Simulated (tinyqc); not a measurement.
# Rectangular fin or nanosheet with a gate all round, subbands and threshold shift from confinement: what changes with what

Undoped body with a flat potential across it, hard walls, transport along x. One isotropic valley (g = 1, mx = my = mz = me). Non-parabolicity enters the subband edges through E (1 + al E) = gamma, so E = 2 gamma/(1 + sqrt(1 + 4 al gamma)); motion within a subband is taken as parabolic with the band-edge mass. Energies are counted from the bulk band edge.

Values chosen for this exercise; masses close to those of In0.53Ga0.47As:
- T = 400 K (temperature)
- me = 0.0416 m0 (mass at the band edge)
- al = 1.3 1/eV (non-parabolicity)
- t = 8.3 nm (width (along y))
- dl = 0 nm (widening of the box by penetration into the insulator)
- Cg = 3.6 uF/cm^2 (gate capacitance per area of interface)
- H = 49.8 nm (height (along z))

Constants: q = 1.602176634e-19 C, kB = 1.380649e-23 J/K, hbar = 1.054571817e-34 J s, m0 = 9.1093837015e-31 kg, Vt = kB T/q, hbar^2/(2 m0) = 0.0380998212 eV nm^2. Results are converted to the units shown.

Each table varies one quantity; the others keep the values above.

## Confinement against the width

gamma = C pi^2 [a^2/(my (t + dl)^2) + b^2/(mz (H + dl)^2)], C = hbar^2/(2 m0). Each subband has N_k = g sqrt(2 mx m0 kB T/(pi hbar^2)); without degeneracy n = exp(EF/Vt) sum N_k exp(-E_k/Vt). Classical value Nc times t H, Nc = sum over valleys of 2 g (m m0 kB T/(2 pi hbar^2))^1.5 with m = (mx my mz)^(1/3). Threshold shift dVT = Vt ln(classical value/sum N_k exp(-E_k/Vt)). With degeneracy n = sum N_k F((EF - E_k)/Vt), F(x) = (1/sqrt(pi)) int_0^infinity u^(-1/2) du/(1 + exp(u - x)); gate: Vg = EF + q n/(Cg P), P = 2 (t + H), summed over the 60 lowest subbands at most, with Vg counted from the value that would put EF at the bulk band edge of an empty body. The last two columns are for Vg = 0.6 V; sensitivity d(dVT)/dt by central differences between 0.99 and 1.01 times the value.

Confinement against the width:
```
t (nm)	E_1 (meV)	gap to the next edge (meV)	dVT (mV)	sensitivity (mV/nm)	n/P (cm^-2)	share of the lowest subband (%)
3	576.3	4.367	500.5	-251.7	3.460e11	20.96
3.8	410.5	5.272	346.2	-146.8	1.434e12	14.76
4.8	288.1	6.223	234.7	-83.90	2.243e12	12.35
6.1	196.4	7.193	153.8	-45.53	2.792e12	11.19
7.7	133.1	8.061	100.5	-24.01	3.442e12	9.363
9.8	87.75	8.821	64.87	-11.70	4.142e12	7.678
12	61.50	9.329	46.04	-6.161	4.653e12	6.627
16	37.16	9.856	30.26	-2.486	5.369e12	5.332
20	25.40	10.13	23.06	-1.305	5.875e12	4.514
```

What does the comparison show?

As t grows from 3 to 20 nm, E_1 falls from 576 to 25.4 meV and dVT falls from 501 to 23.1 mV. E_1 goes as t^(-1.43) at the thin end; a thickness error of 0.2 nm moves the threshold by 50 mV in the first row and 0.26 mV in the last. The charge per interface area rises from 3.46e11 to 5.88e12 cm^-2. For t = 4.8, 6.1, 7.7, 9.8, 12, 16, 20 the charge in the last two columns would bend the potential across the body by some 30 mV or more, which is left out.

## Charge and subband filling against gate voltage

Same model as above.

Each subband has N_k = g sqrt(2 mx m0 kB T/(pi hbar^2)). Cq = q dn/dEF.

Charge and subband filling against gate voltage:
```
Vg (V)	EF - E_1 (eV)	n (cm^-1)	n/P (cm^-2)	share of the lowest subband (%)	Cq/(Cg P)	total C/(Cg P)
-0.03	-0.1472	4.423e4	3.807e9	34.23	0.004882	0.004858
0.1	-0.02222	1.351e6	1.162e11	31.41	0.1230	0.1096
0.22	0.07435	7.468e6	6.427e11	22.41	0.3418	0.2547
0.34	0.1607	1.626e7	1.399e12	16.02	0.4377	0.3044
0.47	0.2456	2.802e7	2.411e12	11.66	0.6572	0.3966
0.59	0.3136	4.160e7	3.580e12	8.909	0.8519	0.4600
0.72	0.3820	5.768e7	4.964e12	7.104	0.9390	0.4843
0.84	0.4429	7.312e7	6.292e12	6.040	1.010	0.5024
0.97	0.5054	9.075e7	7.810e12	5.201	1.177	0.5407
```

EF passes E_1 = 0.117 eV at Vg = 0.126 V. The share of the lowest subband falls from 34.2 to 5.20 % and the total capacitance rises from 0.00486 to 0.541 of Cg P. Between the last two rows 48 % of the added gate voltage goes into raising EF. For Vg = 0.34, 0.47, 0.59, 0.72, 0.84, 0.97 the charge would bend the potential across the body by some 30 mV or more, which is left out.

Range of the model: Non-parabolicity also makes carriers heavier within each subband, which is left out, so densities of states are understated at high energy.

Program tinyqc, `OMP_NUM_THREADS=1 python tinyqc.py 2350112 2350113 out.jsonl`; Intel Xeon 2.30GHz, shared host, one thread, about 0.08 s.
